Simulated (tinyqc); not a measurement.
X-ray reflectivity of a thin film on silicon: critical angles, Parratt recursion, fringes and roughness: one step, computed by the program tinyqc.

n = 1 - delta + i beta; the classical electron radius is r_e = 2.8179403e-6 nm. Layer 0 is vacuum, 1 the film, 2 the substrate.

Problem. Fringe period, contrast and decay. Far above the critical angle the period is d theta = lambda/(2 d), or 2 pi/d in q; the envelope runs between (|r_01| - |r_12 p|)^2 and (|r_01| + |r_12 p|)^2; contrast = 2 a b/(a^2 + b^2) with a = |r_01|, b = |r_12 p|; roughness factors on the amplitudes are about exp(-q^2 sigma^2/2).

Inputs (values chosen for the exercise, modelled on HfO2 on silicon, copper K-alpha radiation):
```
quantity                              value  unit
wavelength lambda                   0.15406    nm
film thickness d                       12.6    nm
roughness of the surface sigma_1       0.61    nm
roughness of the interface sigma_2     0.37    nm
```

1000 r_01 = 1.584194-0.128444i

1000 r_12 = -3.517857+0.355029i

p = 0.6251313+0.7087646i

q = 4 pi sin(theta)/lambda = 3.116992 1/nm

Give: period in theta; period in q; contrast; roughness factor, surface; roughness factor, interface.

Solution.

period in theta = 0.3503 degrees

period in q = 0.4987 1/nm

contrast = 0.7758

roughness factor, surface = 0.1640

roughness factor, interface = 0.5143
